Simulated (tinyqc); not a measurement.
# Kinetics of strain relaxation and threading dislocations in mismatched semiconductor layers, step by step

A worked calculation. Computed by tinyqc, a small Python program that keeps every step. Command: `OMP_NUM_THREADS=1 python tinyqc.py 3011276 3011277 out.jsonl threading walk`. One thread of a shared host (Intel(R) Xeon(R) Processor @ 2.30GHz), about 0.01 s of CPU time with the checks. Intermediate numbers are printed to about 6 digits and carried at full precision; extremes and crossings named in words are read from the listed rows.

60-degree dislocations on {111} planes of a (001) layer, isotropic elasticity. The Schmid factor is 1/sqrt(6), and a misfit segment relieves strain with b/2.

Inputs (values chosen for the exercise, modelled on Si(0.7)Ge(0.3) on Si):

| quantity | value | unit |
|---|---|---|
| misfit f | 0.0122 | - |
| shear modulus G | 59.7 | GPa |
| Poisson ratio nu | 0.27 | - |
| Burgers vector b | 3.89 | angstrom |
| glide activation energy Q | 2.05 | eV |
| velocity prefactor v0 | 23000 | m/s per MPa |
| layer thickness h | 48 | nm |
| anneal temperature T | 773 | K |
| anneal time t | 4900 | s |
| initial thread density rho_0 | 2.3e+06 | 1/cm^2 |
| multiplication constant delta | 14000 | 1/m |
| grading rate (misfit per thickness) R_f | 0.008 | 1/micrometre |
| growth temperature of the buffer T_g | 942 | K |
| growth rate R_g | 7.6 | nm/s |
| reaction radius r_A | 14 | nm |
| final thickness of a thick uniform layer H | 2.5 | micrometre |
| aspect ratio of a trench | 2.6 | - |

Sources: fixed density of threads.

Constants: k_B = 8.617333262e-05 eV/K.

## Excess stress and glide velocity at the start

Excess resolved stress tau = (1/sqrt 6) [2 G (1 + nu)/(1 - nu)] (e - e_eq), e_eq = b (1 - nu/4) [ln(h/b) + 1]/(4 pi (1 + nu) h), the Matthews-Blakeslee strain of an uncapped layer; glide velocity v = v0 tau exp(-Q/(k_B T)), tau in MPa.

equilibrium strain e_eq = 0.00275373

excess stress tau = 801.069 MPa

mobility v/tau = 9.91311e-10 m/s per MPa

initial velocity = 0.794109 micrometre/s

The layer carries 4.4 times its equilibrium strain. In the anneal time a thread would run 3900 micrometre at this speed.

## Relaxation in the anneal

Threads run in two directions, so de/dt = -(b/4) rho v, with rho fixed. With x = e - e_eq, x0 = f - e_eq (fully strained at t = 0) and v = m S x (m the mobility, S x = tau): x = x0 exp(-t/t_r), t_r = 4/(b rho_0 m S). The half time is that at which x = x0/2.

strain left e = 0.00651310

share of the excess strain relieved = 60.2026 %

thread density = 2.30e+06 1/cm^2

half time = 3686.28 s

Relaxation is under way. The misfit lines laid down are 0.034 micrometre apart. Caution: blocking of threads by crossing misfit lines, left out here, leaves real layers with more strain.

## Anneal temperature

The formulas are those given above.

After the time t:

| T (K) | first velocity (micrometre/s) | relieved (%) | threads (1/cm^2) | half time (s) |
|---|---|---|---|---|
| 667 | 5.96794e-03 | 0.6900 | 2.30e+06 | 4.90505e+05 |
| 690 | 1.95949e-02 | 2.2479 | 2.30e+06 | 1.49391e+05 |
| 718 | 7.51725e-02 | 8.3524 | 2.30e+06 | 3.89412e+04 |
| 740 | 2.01303e-01 | 20.8292 | 2.30e+06 | 1.45418e+04 |
| 766 | 5.99433e-01 | 50.1172 | 2.30e+06 | 4.88346e+03 |
| 783 | 1.17646e+00 | 74.4617 | 2.30e+06 | 2.48824e+03 |
| 808 | 3.01184e+00 | 96.9636 | 2.30e+06 | 9.71934e+02 |
| 848 | 1.20774e+01 | 99.9999 | 2.30e+06 | 2.42380e+02 |

The half time follows exp(Q/(k_B T)), a decade for each 57 K near 766 K. Relief goes from 21 % at 740 K to 74.5 % at 783 K: with a fixed density the onset is gradual, and more threads relax the layer sooner. Caution: rows with more than 50 % relieved leave out blocking by crossing misfit lines, which slows real layers.

## Graded buffer

In steady grading, strain is fed at R_f R_g and relieved at (b/4) rho v. As a glide-limited estimate, the driving stress is taken as the mean stress of the strained top zone, whose depth z solves R_f z/2 = e_eq(z), with strain R_f z at the surface; tau_g = S R_f z/2 is its mean; then rho = 4 R_f R_g/(b m tau_g), m = v0 exp(-Q/(k_B T_g)), S = (1/sqrt 6) 2 G (1 + nu)/(1 - nu), e_eq(z) = b (1 - nu/4) [ln(z/b) + 1]/(4 pi (1 + nu) z).

depth z of the strained zone = 203.079 nm

stress tau_g = 68.8864 MPa

thread density of the buffer = 3.66288e+06 1/cm^2

buffer thickness f/R_f = 1.525 micrometre

Raising T_g by 50 K would lower this density by a factor 3.6: fast glide lets few threads do the work.

## Thick uniform layer and trapping in a trench

A separate case, a thick relaxed layer. Pair reactions during growth: d rho/dh = -K rho^2 with K = 2 r_A tan(psi) and threads inclined by psi = 45 degrees (the <110> lines of {111} planes), so rho = 1/(K H) for a layer that starts with far more threads than that, as highly mismatched layers do. In a trench along [110] a thread on {111} rises at 54.74 degrees across the width, and leaves through the wall below the height w tan(54.74 degrees) = sqrt(2) w; the share of threads, evenly spread over the floor, that reach the top is max(0, 1 - a/sqrt 2) for the aspect ratio a.

thread density at H = 1.42857e+09 1/cm^2

share that reaches the top = 0

The trench traps all threads that cross it; those that run along it are not trapped. Thickness alone needs 3600 micrometre for 1e6 /cm^2. Caution: at this small misfit a layer may start with fewer threads than 1/(K H), which is then only an upper bound.

Checks made by the program: strain against numerical integration (relative difference below 1e-10).
